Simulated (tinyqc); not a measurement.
Worked calculation: Penn model of the dielectric constant and Phillips ionicity. Values are carried at full precision from step to step, so a last printed digit may differ when a step is redone from the rounded ones.

n = 32/a^3; Ep^2 = 8 pi c e2 n with c = hbar^2/2m0, e2 = e^2/(4 pi eps0); EF = c (3 pi^2 n)^(2/3); eps = 1 + (Ep/Eg)^2 S with S = 1 - Eg/(4 EF) + (Eg/(4 EF))^2/3, Eg the Penn gap. Core d shells are left out.

Constants: hbar^2/2m0 = 3.80998211 eV angstrom^2; e^2/(4 pi eps0) = 14.39964547 eV angstrom.

Values chosen for the exercise (out of a larger set: near those of Ge; not measured data): a = 5.667 angstrom (cubic lattice constant, 32 valence electrons a cell); ei = 16.05 (high-frequency dielectric constant).

## Valence electron gas

Evaluate n, Ep and EF.

n = 0.17583 1/angstrom^3
Ep = 15.570 eV
EF = 11.445 eV

## Penn gap from the dielectric constant

Start with S = 1 and repeat Eg = Ep sqrt(S/(ei - 1)) until Eg changes by less than 1e-6 eV.

Iterations:
```
step  Eg in (eV)       S  Eg out (eV)
1         4.0136  0.9149       3.8390
2         3.8390  0.9185       3.8465
3         3.8465  0.9183       3.8462
4         3.8462  0.9183       3.8462
5         3.8462  0.9183       3.8462
```

Penn gap Eg = 3.846 eV

The factor S lowers the gap by 0.167 eV from the first estimate. The Penn gap is a mean bonding-antibonding separation, near the main peak of eps2, not the smallest gap.

## Homopolar and ionic parts

Phillips: bond length d = sqrt(3) a/4; homopolar gap Eh = 39.74 d^(-2.48) eV (d in angstrom); Eg^2 = Eh^2 + C^2; ionicity fi = C^2/Eg^2.

Split the gap; where Eg is below Eh or within 3 % of it, C is taken as zero.

d = 2.4539 angstrom
Eh = 4.289 eV
C = 0.00 eV
fi = 0.000

Eg/Eh = 0.897: the bond is covalent within the accuracy of the rule; for Ge the shortfall comes from the missing d-shell factor.

## Checks

- Penn gap by iteration against bisection (eV): both 3.846.

tinyqc: `OMP_NUM_THREADS=1 python tinyqc.py 1651065 1651066 out.jsonl`; about 0.01 s, one thread, shared Intel(R) Xeon(R) Processor @ 2.30GHz.
